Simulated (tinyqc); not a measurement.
# Trap density from the capacitance step

Inverse problem. A junction with shallow donors Nd and a deep trap has C_HF = eps0 eps_r/W and C_LF = eps0 eps_r (Nd + Nt)/(Nd W + Nt xt), xt = W - lam. Find W, xt and Nt.

Parameters, values chosen for the exercise: relative permittivity eps_r = 11.8; shallow donor density Nd = 2.3e15 cm^-3.

Constants: eps0 = 8.8541878128e-14 F/cm where lengths are in cm. Results are converted to the units shown.

C_HF = 10.296872 nF/cm^2
C_LF = 10.852724 nF/cm^2
lam = 189.35915 nm

Answer. C_HF gives W. With y = C_LF/C_HF, Nt/Nd = (y - 1)/(1 - y xt/W).

W = 1.01e3 nm
xt = 825 nm
Nt = 8.70e14 cm^-3

tinyqc, about 0.01 s, one thread, Intel Xeon 2.30GHz (shared host): `OMP_NUM_THREADS=1 python tinyqc.py 2050162 2050163 out.jsonl`
